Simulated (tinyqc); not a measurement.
Thickness, silicon consumed, volume change, sheet resistance: thermodynamics of metal silicides: hull, first phase, silicon consumed, nucleation and stability against SiO2. Computed by tinyqc, a small Python program. Command: `OMP_NUM_THREADS=1 python tinyqc.py 3018254 3018255 out.jsonl silphase walk`. One thread of a shared host (Intel(R) Xeon(R) Processor @ 2.30GHz), about 0.01 s of CPU time with the checks.

Entropies of formation of the solids are neglected, so heats stand for free energies. Si fractions: M5Si3 0.3750, MSi 0.5000, MSi2 0.6667.

Inputs (values chosen for the exercise, of the order of those of titanium silicides for heats and volumes only): molar volume of M = 10.64 cm^3/mol; molar volume of Si = 12.06 cm^3/mol; metal thickness t = 20 nm.

Phases: M5Si3, MSi, MSi2.

volumes of the three phases per mole of M (cm^3/mol): [15, 17.9, 25.5]

resistivities of the three phases (microohm cm): [63, 28, 37]

Method. Per phase M_a Si_b, for ample silicon (not limited to t_Si): silicide thickness = t V/V_M; silicon consumed = t (b/a) V_Si/V_M; net volume change = V/(V_M + (b/a) V_Si) - 1; the top surface lies (silicide thickness - silicon consumed) above the old interface; sheet resistance = resistivity/thickness.

Films:
```
phase,thickness (nm),Si consumed (nm),volume change (%),top above old interface (nm),sheet resistance (ohm)
M5Si3,28.195,13.602,-16.089,14.594,22.344
MSi,33.647,22.669,-21.145,10.977,8.322
MSi2,47.932,45.338,-26.640,2.594,7.719
```

silicon consumed by MSi = 22.669 nm

sheet resistance of MSi = 8.3218 ohm

What does the comparison show, and why?

For a given sheet resistance the silicon consumed goes as resistivity x (b/a)/V: M5Si3 2.52, MSi 1.56, MSi2 2.90. It is least for MSi, which matters on shallow junctions and thin silicon. All three reactions shrink the total volume.

Extremes, crossings and ranges named in words are read from the listed rows.
